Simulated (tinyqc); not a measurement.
The size of the error: propagation of a band-gap error through k.p and effective-mass formulas.

Chain, for a gap E (the reference Eg or another value), with Ep and Dso kept: 1/me = 1 + Ep (E + 2 Dso/3)/(E (E + Dso)); g* = 2 - 2 Ep Dso/(3 E (E + Dso)); g1(E) = g1 + (Ep/3)(1/E - 1/Eg), g2(E) = g2 + (Ep/6)(1/E - 1/Eg), light hole 1/(g1 + 2 g2), heavy hole 1/(g1 - 2 g2) along [100]; optical constant ei(E) = 1 + (ei - 1)(EP/(EP + E - Eg))^2, static e0(E) = ei(E) + e0 - ei.

Donor: R = Ry me/e0^2, a_B = a0 e0/me, Mott density (0.26/a_B)^3. Nc, Nv = 2 (m kT/(4 pi c))^(3/2), c = hbar^2/2m0, ni = sqrt(Nc Nv) exp(-E/2kT). Exciton: Ry mu/e0^2 with 1/mu = 1/me + g1(E). 1 angstrom^-3 = 1e24 cm^-3.

Constants: Ry = 13.60569312 eV; a0 (Bohr radius) = 0.5291772105 angstrom; kB = 8.617333262e-05 eV/K; hbar^2/2m0 = 3.80998211 eV angstrom^2.

Inputs chosen for the exercise (reference values near those of GaSb, gap at low temperature; shifted at random, so the results belong to these values and not to a real crystal):
```
symbol  value  unit  meaning
Eg      0.811  eV    gap at Gamma to the s-like level
Dso     0.755  eV    spin-orbit splitting
Ep      26.5   eV    Kane energy
g1      13.36        Luttinger gamma1
g2      4.69         gamma2
e0      15.52        static dielectric constant
ei      14.63        optical dielectric constant
EP      4.05   eV    mean (Penn) gap
mh      0.46   m0    density-of-states mass of the holes
T       77     K     temperature
```

E = f Eg; ratios against f = 1.

Results:
```
f     E (eV)  me ratio  light-hole ratio  e0 ratio  donor ratio  Mott ratio       g*  log10 ni ratio
0.25   0.203     0.292             0.258     1.338        0.163      0.0104  -66.689           19.50
0.40   0.324     0.447             0.410     1.256        0.283      0.0449  -36.092           15.66
0.60   0.487     0.640             0.610     1.160        0.476       0.168  -20.077           10.47
0.80   0.649     0.823             0.807     1.075        0.713       0.450  -12.645            5.24
1.00   0.811     1.000             1.000     1.000        1.000        1.00   -8.502            0.00
1.20   0.973     1.171             1.190     0.934        1.344        1.98   -5.931           -5.26
1.50   1.216     1.421             1.469     0.847        1.979        4.72   -3.562          -13.16
2.00   1.622     1.821             1.919     0.731        3.404        15.4   -1.460          -26.35
```

Between f = 0.8 and 1.2 the mean powers d ln(ratio)/d ln f are 0.87 for me, 0.96 for the light hole, -0.35 for e0, 1.56 for the donor energy and 3.65 for the Mott density; ni moves by -3.24 decades per 0.1 eV, against -0.1 eV/(2 kT ln 10) = -3.27 from the exponential alone, the rest coming from Nc through me^(3/4). g* keeps its sign, from -66.69 to -1.46.

Program tinyqc; command `OMP_NUM_THREADS=1 python tinyqc.py 1850028 1850029 out.jsonl`; about 0.01 s on one thread of a shared Intel(R) Xeon(R) Processor @ 2.30GHz.
